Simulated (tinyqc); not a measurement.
Worked calculation: electrons shared among three sets of ellipsoidal valleys. Values are carried at full precision from step to step, so a last printed digit may differ when a step is redone from the rounded ones.

Constants: hbar^2/2m0 = 3.80998211 eV angstrom^2; kB = 8.617333262e-05 eV/K.

Parameters, chosen for this exercise (masses and offsets near those of GaAs; mobilities are free inputs, held fixed; the results hold for these values, not for the real material):
- ml = (0.07, 1.964, 1.293) m0 (longitudinal masses of Gamma, L, X)
- mt = (0.07, 0.0752, 0.2398) m0 (transverse masses)
- M = (1, 4, 3) (valleys in each set)
- T = 300 K
- dE = (0, 0.315, 0.492) eV (edges of Gamma, L, X above the first)
- n = 2.4e+17 1/cm^3 (total electron density)
- mu = (9600, 880, 260) cm^2/(V s) (mobility of each set)

## Masses of each set

One valley: m_d = (ml mt^2)^(1/3). Whole set: m_de = M^(2/3) m_d. Mean over three axes: 1/m_c = (1/ml + 2/mt)/3. Anisotropy K = ml/mt.

m_d, m_de, m_c (m0) and K of each set:
```
set       m_d    m_de     m_c      K
Gamma  0.0700  0.0700  0.0700   1.00
L      0.2231  0.5622  0.1107  26.12
X      0.4205  0.8747  0.3292   5.39
```

m_de/m_c is 1.00 for Gamma, 5.08 for L, 2.66 for X: many anisotropic valleys give many states at a light conductivity mass. m_c is the mean over three axes; a set that holds only some of the equivalent valleys conducts with a mass that depends on direction.

## Effective densities of states

N_i = M_i times N = 2 (m kB T/(4 pi c))^(3/2) with c = hbar^2/2m0, in 1/angstrom^3; times 1e24 for 1/cm^3, with m = (ml mt^2)^(1/3).

kT = 0.025852 eV

N_i (1/cm^3): Gamma 4.6475e+17, L 1.0578e+19, X 2.0528e+19

## Fermi level and populations

F_j(eta) = (1/Gamma(j + 1)) integral_0^infinity x^j dx/(1 + exp(x - eta)), which tends to exp(eta) for eta << 0.

Solve n = sum_i N_i F_1/2((EF - dE_i)/kT), energies from the edge of the first set.

EF = -0.0124 eV

eta_i: Gamma -0.48, L -12.66, X -19.51

n_i (1/cm^3): Gamma 2.40e+17, L 3.34e+13, X 6.90e+10

shares: Gamma 0.9999, L 0.0001, X 0.0000

Gamma holds most electrons (100.0 %). Boltzmann weights N_i exp(-dE_i/kT) would give L a share of 0.0001.

## Drift and Hall mobility of the mixture

With f_i the shares, mu_drift = sum f_i mu_i; low-field Hall mobility mu_H = sum f_i mu_i^2/mu_drift (scattering and anisotropy factors set to 1); the Hall density is n mu_drift/mu_H; rho = 1/(e n mu_drift), e = 1.602176634e-19 C.

mu_drift = 9599 cm^2/(V s)
mu_H = 9600 cm^2/(V s)
Hall density = 2.40e+17 1/cm^3
rho = 0.00271 ohm cm

A Hall measurement would read 100.0 % of the true density.

## Checks

- Share of L at n = 1e10 1/cm^3 against the Boltzmann weight: both 0.0001162.

(tinyqc, `OMP_NUM_THREADS=1 python tinyqc.py 1651602 1651603 out.jsonl`, Intel(R) Xeon(R) Processor @ 2.30GHz, 1 thread, shared host, about 0.01 s.)
